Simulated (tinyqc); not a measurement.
Long-channel MOSFET, surface-potential model: two steps of the calculation.

n-channel transistor on a uniformly doped p-type body, gradual-channel approximation, constant mobility, Boltzmann statistics, full ionisation. Potentials are counted from the neutral body; V is the electron quasi-Fermi potential, Vsb at the source and Vsb + Vds at the drain. Charges are magnitudes per area.

Parameters, values chosen for the exercise; material values close to those of silicon: temperature T = 300 K; band gap Eg = 1.1 eV; relative permittivity of the semiconductor eps_r = 11.6; conduction-band density of states at T Nc = 2.77e19 cm^-3; valence-band density of states at T Nv = 2.68e19 cm^-3; acceptor density of the body Na = 1.1e17 cm^-3; relative permittivity of the gate insulator eox = 3.99; insulator thickness tox = 8.7 nm; flat-band voltage Vfb = -0.96 V; source-body reverse bias Vsb = 0.3 V; gate-source voltage Vgs = 0.66 V.

Constants: q = 1.602176634e-19 C, kB = 1.380649e-23 J/K, Vt = kB T/q, eps0 = 8.8541878128e-14 F/cm where lengths are in cm. Results are converted to the units shown.

Task 1. Body potential, insulator capacitance and body factor. ni = sqrt(Nc Nv) exp(-Eg/(2 Vt)), Eg in volts; phiF = Vt ln(Na/ni); Cox = eps0 eox/tox; gamma = sqrt(2 q eps0 eps_r Na)/Cox. VT = Vfb + 2 phiF + gamma sqrt(2 phiF + Vsb), m = 1 + gamma/(2 sqrt(2 phiF + Vsb)).

Give: ni; phiF; Cox; gamma; VT; m.

Result 1.

ni = 1.5693e10 cm^-3
phiF = 0.40750 V
Cox = 0.40607 uF/cm^2
gamma = 0.46856 V^0.5
VT = 0.34977 V
m = 1.2219

Task 2. Inversion charge along the channel. The surface potential psi at channel potential V solves Vgs + Vsb - Vfb - psi = gamma sqrt(G), G = psi - Vt + Vt exp((psi - 2 phiF - V)/Vt). Charge sheet: Qi = Cox gamma [sqrt(G) - sqrt(psi - Vt)]. Pao-Sah: Qi = (Cox gamma/2) integral from 3 Vt to psi of exp((u - 2 phiF - V)/Vt)/sqrt(G(u, V)) du.

```
point,V (V)
0,0.3
1,0.3625
2,0.425
3,0.4875
4,0.55
5,0.6125
6,0.675
7,0.7375
8,0.8
```

phiF = 0.40749881 V
Cox = 0.40607137 uF/cm^2
gamma = 0.46856250 V^0.5

Find: psi; Qi, charge sheet; Qi, Pao-Sah.

Result 2.

```
point,psi (V),"Qi, charge sheet (nC/cm^2)","Qi, Pao-Sah (nC/cm^2)"
0,1.212,80.32,81.15
1,1.264,54.83,55.39
2,1.311,31.57,31.89
3,1.349,12.78,12.90
4,1.370,2.591,2.616
5,1.375,0.2783,0.2811
6,1.376,0.02532,0.02557
7,1.376,0.002261,0.002283
8,1.376,2.016e-4,2.036e-4
```

At the source the charge-sheet charge is 1.0 % below the Pao-Sah one.

Computed by the program tinyqc: `OMP_NUM_THREADS=1 python tinyqc.py 2360013 2360014 out.jsonl`, one thread of a shared Intel Xeon 2.30GHz, about 0.04 s for the whole run.
